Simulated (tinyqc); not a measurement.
Inside a calculation. Model: long-channel MOSFET, surface-potential model.

Computed by the program tinyqc: `OMP_NUM_THREADS=1 python tinyqc.py 2360058 2360059 out.jsonl`, one thread of a shared Intel Xeon 2.30GHz, about 0.03 s for the whole run. Printed values are rounded.

n-channel transistor on a uniformly doped p-type body, gradual-channel approximation, constant mobility, Boltzmann statistics, full ionisation. Potentials are counted from the neutral body; V is the electron quasi-Fermi potential, Vsb at the source and Vsb + Vds at the drain. Charges are magnitudes per area.

Inputs (values chosen for the exercise); material values those of a made-up semiconductor: temperature T = 273 K; band gap Eg = 0.874 eV; relative permittivity of the semiconductor eps_r = 9.83; conduction-band density of states at T Nc = 1.83e19 cm^-3; valence-band density of states at T Nv = 2.11e19 cm^-3; acceptor density of the body Na = 3.9e16 cm^-3; relative permittivity of the gate insulator eox = 9.34; insulator thickness tox = 4.3 nm; flat-band voltage Vfb = -0.59 V; channel mobility mu = 280 cm^2/(V s); gate width W = 2 um; gate length L = 1 um; source-body reverse bias Vsb = 2 V; gate-source voltage Vgs = 0.26 V; drain-source voltage Vds = 2 V.

Constants: q = 1.602176634e-19 C, kB = 1.380649e-23 J/K, Vt = kB T/q, eps0 = 8.8541878128e-14 F/cm where lengths are in cm. Results are converted to the units shown.

Range of the model: The surface electron density at the source passes 0.3 Nc, where degeneracy, left out here, matters.

## Body potential, insulator capacitance and body factor

ni = sqrt(Nc Nv) exp(-Eg/(2 Vt)), Eg in volts; phiF = Vt ln(Na/ni); Cox = eps0 eox/tox; gamma = sqrt(2 q eps0 eps_r Na)/Cox. VT = Vfb + 2 phiF + gamma sqrt(2 phiF + Vsb), m = 1 + gamma/(2 sqrt(2 phiF + Vsb)).

ni = 1.682788e11 cm^-3
phiF = 0.2906189 V
Cox = 1.923212 uF/cm^2
gamma = 0.05422836 V^0.5
VT = 0.07836225 V
m = 1.016877

## Iteration 1: surface potential at the source by Newton steps

psi at the start (the smaller of 2 phiF + Vsb + 4 Vt and the root without inversion charge) = 2.675340 V

With V = Vsb: G = psi - Vt + Vt e, e = exp((psi - 2 phiF - Vsb)/Vt); f = Vgs + Vsb - Vfb - psi - gamma sqrt(G); f' = -1 - gamma (1 + e)/(2 sqrt(G)); psi(new) = psi - f/f'.

G = 3.936309 V
f = 0.06707021 V
f' = -1.759855
psi after iteration 1 = 2.713451 V

## Iteration 2: surface potential at the source by Newton steps

As before.

G = 9.180647 V
f = -0.02776089 V
f' = -3.477927
psi after iteration 2 = 2.705469 V

## Course of the iteration: surface potential at the source by Newton steps

Stop when psi changes by less than 1e-10 V, or after 40 iterations.

Course of the iteration:
```
iteration   psi (V)  |change| (V)
1          2.713451        0.0381
2          2.705469       7.98e-3
3          2.704786       6.83e-4
4          2.704781       4.50e-6
5          2.704781      1.93e-10
6          2.704781             0
```

Converged in 6 iterations. At the end the number of correct digits about doubles with each step.

## Charges and current of the charge-sheet model

psi_0 = 2.704781 V
psi_L = 2.760289 V

psi_0 and psi_L solve Vgs + Vsb - Vfb - psi = gamma sqrt(G) at V = Vsb and Vsb + Vds. Qi = Cox gamma [sqrt(G) - sqrt(psi - Vt)], G = psi - Vt + Vt exp((psi - 2 phiF - V)/Vt), at both ends. With U = Vgs + Vsb - Vfb: drift = mu (W/L) Cox [U (psi_L - psi_0) - (psi_L^2 - psi_0^2)/2 - (2/3) gamma ((psi_L - Vt)^1.5 - (psi_0 - Vt)^1.5)]; diffusion = mu (W/L) Vt (Qi0 - QiL).

Qi0 = 108.5118 nC/cm^2
QiL = 1.795178e-34 nC/cm^2
drift current = 1.686463 uA
diffusion current = 1.429554 uA
drain current = 3.116017 uA

Drift carries 54.1 % of the current. The drain end is pinched off: its charge is under 1 % of that at the source.

## Inversion charge along the channel

V, point 0 to 6 (V): 2  2.333333  2.666667  3  3.333333  3.666667  4

The surface potential psi at channel potential V solves Vgs + Vsb - Vfb - psi = gamma sqrt(G), G = psi - Vt + Vt exp((psi - 2 phiF - V)/Vt). Charge sheet: Qi = Cox gamma [sqrt(G) - sqrt(psi - Vt)]. Pao-Sah: Qi = (Cox gamma/2) integral from 3 Vt to psi of exp((u - 2 phiF - V)/Vt)/sqrt(G(u, V)) du.

```
point   psi (V)  Qi, charge sheet (nC/cm^2)  Qi, Pao-Sah (nC/cm^2)
0      2.704781                    108.5118               108.9312
1      2.760289                 0.001051896            0.001056477
2      2.760289                7.385991e-10           7.418154e-10
3      2.760289                5.186011e-16           5.208594e-16
4      2.760289                3.641314e-22           3.657171e-22
5      2.760289                2.556718e-28           2.567851e-28
6      2.760289                1.795178e-34           1.802995e-34
```

At the source the charge-sheet charge is 0.38 % below the Pao-Sah one.

## Pao-Sah current by Simpson's rule

I = mu (W/L) integral of Qi dV; Simpson's rule on the 7 points, step Vds/6, weights 1, 4, 2, ..., 4, 1 times step/3.

Pao-Sah current = 6.778203 uA

Gauss-Legendre quadrature on many points gives 3.311 uA, so this value is 2.05 times it; the charge-sheet current, 3.116 uA, is 5.9 % below it.
